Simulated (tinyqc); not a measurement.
# Changing the surface velocity S

Model: carrier lifetime from Shockley-Read-Hall, radiative, Auger and surface recombination. Computed by tinyqc, a small Python program. Command: `OMP_NUM_THREADS=1 python tinyqc.py 3030449 3030450 out.jsonl lifetime sweep`. One thread of a shared host (Intel(R) Xeon(R) Processor @ 2.30GHz), about 0.02 s of CPU time with the checks.

Energies are counted from the top of the valence band. Boltzmann statistics, full ionisation, and equal excess densities of electrons and holes.

Inputs (values chosen for the exercise, with bands modelled on GaSb): gap E_g = 0.725 eV; electron mass m_e = 0.0402 m_0; valleys M_c = 1; hole mass m_h = 0.39 m_0; temperature T = 350 K; doping N = 1.2e+18 cm^-3; trap level E_t = 0.298 eV; trap density N_t = 1.6e+13 cm^-3; electron cross-section sigma_n = 2.9e-16 cm^2; hole cross-section sigma_p = 7.9e-17 cm^2; radiative coefficient B = 1.4e-10 cm^3/s; Auger coefficient C_n = 1.8e-30 cm^6/s; Auger coefficient C_p = 1.3e-31 cm^6/s; excess density dn = 2.3e+12 cm^-3; generation rate G = 2e+18 cm^-3 s^-1; diffusion coefficient D = 9.4 cm^2/s; thickness W = 8.8 micrometre.

Doping: n-type. Surface term: two equal surfaces.

Constants: m_0 = 9.1093837015e-31 kg; k_B = 1.380649e-23 J/K; h = 6.62607015e-34 J s; k_B = 8.617333262e-05 eV/K.

Method:
- N_c = 2 M_c (2 pi m_e k_B T/h^2)^(3/2) and N_v = 2 (2 pi m_h k_B T/h^2)^(3/2), masses in units of m_0.
- n_i = sqrt(N_c N_v) exp(-E_g/2 k_B T); majority density N/2 + sqrt(N^2/4 + n_i^2), minority density n_i^2 over it.
- v = sqrt(3 k_B T/m) with m_e or m_h; tau_n0 = 1/(sigma_n v_n N_t), tau_p0 = 1/(sigma_p v_p N_t); n1 = N_c exp(-(E_g - E_t)/k_B T), p1 = N_v exp(-E_t/k_B T).
- The slowest diffusion mode has x tan x = S W/(2 D) with 0 < x < pi/2 (bisection), and tau_s = W^2/(4 x^2 D). The common approximation is W/(2 S) + W^2/(pi^2 D).
- With n = n_0 + dn, p = p_0 + dn and U/dn = 1/tau: (n p - n_i^2)/dn = n_0 + p_0 + dn = s; 1/tau_SRH = s/[tau_p0 (n + n1) + tau_n0 (p + p1)]; 1/tau_rad = B s; 1/tau_Aug = (C_n n + C_p p) s; the rates add, with 1/tau_s.
- Radiative efficiency = tau_eff/tau_rad; effective diffusion length = sqrt(D tau_eff).
- dn solves dn/tau_eff(dn) = G (60 bisections in ln dn between 1e-2 and 1e22 cm^-3); the splitting of the quasi-Fermi levels is k_B T ln(n p/n_i^2).

One run for each value:
```
surface velocity S (cm/s)   tau_s (s)  effective lifetime at dn (s)  quasi-Fermi splitting under G (eV)       x
1.00e+00                   4.4001e-04                    5.8610e-09                             0.15952  0.0068
1.00e+01                   4.4007e-05                    5.8603e-09                             0.15952  0.0216
1.00e+02                   4.4069e-06                    5.8533e-09                             0.15948  0.0684
1.00e+03                   4.4689e-07                    5.7852e-09                             0.15913  0.2147
1.00e+04                   5.1057e-08                    5.2575e-09                             0.15626  0.6351
1.00e+05                   1.2188e-08                    3.9578e-09                             0.14775  1.2999
1.00e+06                   8.7075e-09                    3.5031e-09                             0.14410  1.5380
1.00e+07                   8.3828e-09                    3.4494e-09                             0.14364  1.5674
```

Over the rows, tau_s (s) falls from 4.40e-4 to 8.38e-9 (exponent d ln y / d ln x -1.00 between the first rows and -0.017 between the last); effective lifetime at dn (s) falls from 5.86e-9 to 3.45e-9 (exponent d ln y / d ln x -5.2e-5 between the first rows and -0.0067 between the last); quasi-Fermi splitting under G (eV) falls from 0.160 to 0.144. tau_s goes from W/2S at small S to the diffusion limit W^2/(pi^2 D) = 8.35e-9 s.

Caution (all rows): the doping is near the effective density of states, where Boltzmann statistics fail and the gap narrows. Caution (rows 100000, 1.00e6, 1.00e7): the layer is thicker than two bulk diffusion lengths: adding 1/tau_s describes the late decay, and understates the surface loss in a steady state.
